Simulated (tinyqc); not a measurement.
Inside a calculation. Method: extended Hueckel theory, for H4. One step of it, computed by the program tinyqc.

Problem. Orbitals. Solve H C = S C e through S^(-1/2); fill by pairs from the bottom, a degenerate level sharing its electrons equally; each orbital has its largest coefficient positive (the first on a tie).

H (eV):
```
            1H 1s       2H 1s       3H 1s       4H 1s
1H 1s  -13.600000  -14.549208  -11.427904   -7.947583
2H 1s  -14.549208  -13.600000   -7.947583  -11.427904
3H 1s  -11.427904   -7.947583  -13.600000  -14.549208
4H 1s   -7.947583  -11.427904  -14.549208  -13.600000
```

overlap S:
```
          1H 1s     2H 1s     3H 1s     4H 1s
1H 1s  1.000000  0.611311  0.480164  0.333932
2H 1s  0.611311  1.000000  0.333932  0.480164
3H 1s  0.480164  0.333932  1.000000  0.611311
4H 1s  0.333932  0.480164  0.611311  1.000000
```

valence electrons = 4

Give: orbital energies; occupations; coefficients; sum of one-electron energies.

Solution.

orbital energies (eV): -19.5945  -11.0055  -4.7318  18.2694

occupations: 2.0000  2.0000  0.0000  0.0000

coefficients:
```
          MO1      MO2      MO3      MO4
1H 1s  0.3211   0.5600   0.6836   1.0154
2H 1s  0.3211   0.5600  -0.6836  -1.0154
3H 1s  0.3211  -0.5600   0.6836  -1.0154
4H 1s  0.3211  -0.5600  -0.6836   1.0154
```

sum of one-electron energies = -61.2000 eV
